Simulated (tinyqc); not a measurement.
p-n heterojunction, non-linear Poisson equation by Newton steps, Boltzmann statistics: course of the Newton iteration.

One dimension, material 1 (p-type) at x < 0 and material 2 (n-type) at x > 0. Band edges: Ec = -psi in material 1 and -psi + dEc in material 2, Ev = Ec - Eg. Flat quasi-Fermi levels: 0 for holes, +V for electrons. n = Nc F((EFn - Ec)/Vt), p = Nv F((Ev - EFp)/Vt), with F(eta) = exp(eta) (Boltzmann statistics); full ionisation, no interface charge, classical densities; the doping types are chosen for the exercise.

a_i = eps0 eps_r/h_i for the interval from node i to i + 1, with h_i = x_(i+1) - x_i in cm.

Start: A straight line in x from psi_L to psi_R.

n_i = Nc F(a_n), a_n = (V - Ec_i)/Vt; p_i = Nv F(a_p), a_p = (Ec_i - Eg)/Vt; rho_i = p_i - n_i + C_i with C = -N1 or +N2; g_i = (n_i + p_i)/Vt. Box widths w_i = (h_(i-1) + h_i)/2 in cm. Residual F_i = a_i (psi_(i+1) - psi_i) - a_(i-1) (psi_i - psi_(i-1)) + q rho_i w_i; Jacobian: a_(i-1) and a_i beside the diagonal, b_i = -a_(i-1) - a_i - q g_i w_i on it. The two end nodes are fixed.

Solve the tridiagonal system a_(i-1) d_(i-1) + b_i d_i + a_i d_(i+1) = -F_i for nodes 1 to 11, with d = 0 on fixed nodes. The full step is added.

Stop when the largest undamped |d| is below 1e-9 V, or after 25 iterations.

Inputs (values chosen for the exercise); band and dielectric values close to those of CdS and CdTe:
```
symbol,value,unit,meaning
T,400,K,temperature
Eg1,2.4,eV,band gap of material 1
er1,8.92,,relative permittivity of material 1
Nc1,3.4e18,cm^-3,conduction-band density of states of material 1
Nv1,2.79e19,cm^-3,valence-band density of states of material 1
Eg2,1.49,eV,band gap of material 2
er2,10.4,,relative permittivity of material 2
Nc2,1.24e18,cm^-3,conduction-band density of states of material 2
Nv2,2.79e19,cm^-3,valence-band density of states of material 2
dEc,0.12,eV,conduction-band offset Ec2 - Ec1
N1,9.3e17,cm^-3,acceptor density of material 1
N2,9.3e15,cm^-3,donor density of material 2
V,-2.6,V,bias of side 1 against side 2
```

Constants: q = 1.602176634e-19 C, kB = 1.380649e-23 J/K, Vt = kB T/q, eps0 = 8.8541878128e-14 F/cm where lengths are in cm. Results are converted to the units shown.

```
node  x (nm)  material
0      -76.9         1
1      -41.3         1
2      -21.5         1
3      -10.5         1
4      -4.36         1
5      -0.95         1
6       0.95         2
7       6.23         2
8       20.9         2
9       61.7         2
10       175         2
11       490         2
12      1370         2
```

eps_r, interval 0 to 11: 8.92  8.92  8.92  8.92  8.92  9.60331  10.4  10.4  10.4  10.4  10.4  10.4
psi_L = -2.28276 V
psi_R = 2.55135 V

Course of the iteration:
```
iteration  largest |F| (C/cm^2)  largest |d| (V)  at node
1                           447             2.27       11
2                           164           0.0345       10
3                          60.5           0.0345       10
4                          22.2           0.0346       10
5                          8.18           0.0347       10
6                          3.01           0.0351       10
7                          1.11           0.0363       10
8                         0.407           0.0396       10
9                         0.150           0.0504       10
...                         ...              ...      ...
17                      5.03e-5           0.0361        9
18                      1.85e-5           0.0391        9
19                      6.80e-6           0.0481        9
20                      2.50e-6           0.0809        9
21                      9.09e-7            0.206        9
22                      3.15e-7            0.136        9
23                      1.19e-7           0.0583        8
24                      4.84e-8           0.0596        8
25                      9.27e-9           0.0169        8
```

Did this iteration meet its convergence test, and what does its course show?

No. Not converged within 25 iterations. Over the last steps the residual wanders without falling (counting the largest step as the residual). A rerun with the same steps from the neutral start converges in 17 iterations.

Range of the model: At the interface a carrier density exceeds a fifth of the band density of states, where Boltzmann statistics overestimate it.

Computed by the program tinyqc: `OMP_NUM_THREADS=1 python tinyqc.py 2040172 2040173 out.jsonl`, one thread of a shared Intel Xeon 2.30GHz, about 0.07 s for the whole run.
